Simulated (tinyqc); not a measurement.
# Free and trapped electrons in a MOS channel with a dense trap tail, step by step

Program tinyqc, `OMP_NUM_THREADS=1 python tinyqc.py 2222248 2222249 out.jsonl`; Intel Xeon 2.30GHz, shared host, one thread, about 0.02 s. Printed values are rounded.

p-type body, charge-sheet picture, full ionisation (an idealisation for deep acceptors), Boltzmann statistics for free electrons. e = Ec - EF at the surface. Acceptor-like traps of density D(E) = D0 + De exp(-E/Ew) at depth E below Ec, from 0 to Eu, hold n_t = integral of D(E)/(1 + exp((e - E)/Vt)). psi = Eg - Vt ln(Nv/Na) - e; N_dep = sqrt(2 eps0 eps_r Na (psi - Vt)/q); n_f = sqrt(N_dep^2 + 2 eps0 eps_r Vt Nc exp(-e/Vt)/q) - N_dep; Vg = Vfb + psi + q (N_dep + n_t + n_f)/Cox, Cox = eps0 eox/tox.

Values chosen for this exercise; band and dielectric values close to those of gallium nitride:

| symbol | value | unit | meaning |
|---|---|---|---|
| T | 475 | K | temperature |
| Eg | 3.34 | eV | band gap |
| eps_r | 9.53 |  | relative permittivity |
| Nc | 4.6e18 | cm^-3 | conduction-band density of states at T |
| Nv | 9.18e19 | cm^-3 | valence-band density of states at T |
| eox | 3.9 |  | relative permittivity of the insulator |
| tox | 27 | nm | insulator thickness |
| Na | 9.6e15 | cm^-3 | acceptor density |
| Vfb | -2.2 | V | flat-band voltage without trapped charge |
| D0 | 5.4e10 | cm^-2 eV^-1 | constant background density of acceptor-like traps |
| De | 1.6e13 | cm^-2 eV^-1 | density of the tail at the conduction edge |
| Ew | 0.14 | eV | decay energy of the tail |
| Eu | 0.97 | eV | depth below Ec down to which the traps reach |
| mf | 100 | cm^2/(V s) | mobility of free electrons |
| e | 0.143 | eV | Ec - EF at the surface |

Constants: q = 1.602176634e-19 C, kB = 1.380649e-23 J/K, Vt = kB T/q, eps0 = 8.8541878128e-14 F/cm where lengths are in cm. Results are converted to the units shown.

## Trapped charge

Trapezoid rule on 14 equal steps from 0 to Eu, f = 1/(1 + exp((e - E)/Vt)).

```
point,E (eV),D(E) f (cm^-2 eV^-1)
0,0,4.73524e11
1,0.0692857,1.39024e12
2,0.138571,2.83808e12
3,0.207857,3.05310e12
4,0.277143,2.18169e12
5,0.346429,1.39163e12
6,0.415714,8.74239e11
7,0.485,5.54595e11
8,0.554286,3.59243e11
9,0.623571,2.40094e11
10,0.692857,1.67450e11
11,0.762143,1.23163e11
12,0.831429,9.61641e10
13,0.900714,7.97046e10
14,0.97,6.96704e10
```

n_t = 9.43740e11 cm^-2

With 1600 steps n_t = 9.469e11 cm^-2; the coarse value is 0.33 % below it.

## Charges and gate voltage

psi, N_dep, n_f and Vg as defined, with the n_t given; free share n_f/(n_f + n_t); apparent mobility mf n_f/(n_f + n_t); gate voltage spent on traps q n_t/Cox.

psi = 2.82183 V
N_dep = 5.30284e11 cm^-2
n_f = 5.40767e10 cm^-2
Vg = 2.53614 V
free share = 5.41950 %
apparent mobility = 5.41950 cm^2/(V s)
gate voltage spent on traps = 1.18226 V
